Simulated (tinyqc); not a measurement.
Rapid thermal processing of a wafer: radiative balance, ramp and cooling, pattern effects, pyrometer error and spike budget: one step, computed by the program tinyqc. Command: `OMP_NUM_THREADS=1 python tinyqc.py 3113221 3113222 out.jsonl rtp walk`. One thread of a shared host (Intel(R) Xeon(R) Processor @ 2.30GHz), about 0.04 s of CPU time with the checks.

The wafer is opaque and uniform through its thickness unless said otherwise; temperatures in formulas are in kelvin (C + 273.15). sigma = 5.670374419e-12 W/(cm^2 K^4).

Problem. Pattern effect. At steady state a sinusoidal change of absorbed power of relative amplitude a and period p gives the temperature amplitude a q/(dq/dT + k d (2 pi/p)^2); healing length l = sqrt(k d/(dq/dT)); process change = E_a dT/(k_B T^2). Emissivity is taken as unchanged.

Inputs (values chosen for the exercise, modelled on a hot silicon wafer): wafer thickness d = 725 micrometre; thermal conductivity k = 0.21 W/(cm K); wall temperature T_w = 700 K; process temperature = 1120 C; relative change of absorptivity over a pattern = 6.2 %; period of the pattern = 0.84 mm; activation energy of the process E_a = 3.46 eV.

dq/dT = 68.34283 mW/(cm^2 K)

holding power q = 22.55008 W/cm^2

Constants: k_B = 8.617333262e-05 eV/K.

Give: healing length l; amplitude without lateral conduction; amplitude; change of the process rate.

Solution.

healing length l = 4.720 mm

amplitude without lateral conduction = 20.46 K

amplitude = 0.01640 K

change of the process rate = 0.03393 %

Lateral conduction cuts the amplitude to 0.080 %, since p/(2 pi l) = 0.028.
